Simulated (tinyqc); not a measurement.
Inside a calculation. Method: Rayleigh-quotient iteration on a symmetric matrix. One step of it, computed by the program tinyqc.

Problem. Step 1. solve (A - shift) w = v; v' = w/|w| with its largest component positive (the first on a tie); lambda = v'^T A v'; the next shift is lambda.

A:
```
[[0.583000, -0.077000, -0.109000, -0.074000, -0.103000],
 [-0.077000, 0.887000, 0.029000, -0.154000, -0.217000],
 [-0.109000, 0.029000, 1.131000, 0.041000, -0.006000],
 [-0.074000, -0.154000, 0.041000, 2.276000, -0.036000],
 [-0.103000, -0.217000, -0.006000, -0.036000, 3.315000]]
```

vector v at the start: [0.447214, 0.447214, 0.447214, 0.447214, 0.447214]

shift = 1.190000

Give: vector after step 1; Rayleigh quotient after step 1.

Solution.

vector after step 1: [-0.143, 0.260, 0.954, -0.041, 0.005]

Rayleigh quotient after step 1 = 1.154
